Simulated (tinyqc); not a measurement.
Shape against the ratio gamma(100)/gamma(111): equilibrium crystal shape, supported particles, Gibbs-Thomson effect and coarsening. Computed by tinyqc, a small Python program. Command: `OMP_NUM_THREADS=1 python tinyqc.py 3003134 3003135 out.jsonl wulff walk`. One thread of a shared host (Intel(R) Xeon(R) Processor @ 2.30GHz), about 0.04 s of CPU time with the checks.

A cubic crystal bounded by {100}, {110} and {111} facets only.

Inputs (values chosen for the exercise, for a model metal): lattice constant a = 2.82 angstrom; first-neighbour bond energy e1 = 0.496 eV; second-neighbour bond energy e2 = 0.14 eV.

Surface energies: broken bonds, bcc.

Constants: 1 eV/angstrom^2 = 16.02176634 J/m^2.

Method:
- A cut with normal n breaks sum_R |R.n|/(2 Omega) bonds per area (R over all neighbours of a shell) and makes two surfaces: gamma = sum over shells e_s sum_R |R.n|/(4 Omega). bcc: 8 neighbours a/2 (1,1,1), 6 at a (1,0,0), Omega = a^3/2.
- Wulff construction: the facet planes lie at distances lambda gamma from the centre, and the shape is the region inside all of them; V = (1/3) sum of area x distance. gamma_mean = sum A gamma / sum A; shape factor eta = A/V^(2/3) (4.836 for a sphere).
- gamma(110)/gamma(111) is held at the value of this crystal.

gamma (J/m^2): (100) 2.28065, (110) 1.81211, (111) 2.21937

Area fractions:
```
gamma(100)/gamma(111),{100},{110},{111},eta
0.550,1.0000,0.0000,0,6.0000
0.617,0.8222,0.1778,0,5.6296
0.740,0.4298,0.5702,0,5.2019
0.873,0.1810,0.8190,0,5.1750
1.030,0.0334,0.9666,0,5.2901
1.150,0.0000,1.0000,0,5.3453
1.340,0.0000,1.0000,0,5.3454
1.750,0.0000,1.0000,0,5.3454
```

What does the comparison show, and why?

{100} holds 100 % of the area in the first row and 0 % in the last; without {110} the limits are a cube below 1/sqrt(3) = 0.577 and an octahedron above sqrt(3) = 1.732. The roundest shape among these rows (eta = 5.175) is at the ratio 0.873; {110} shows in 7 rows.
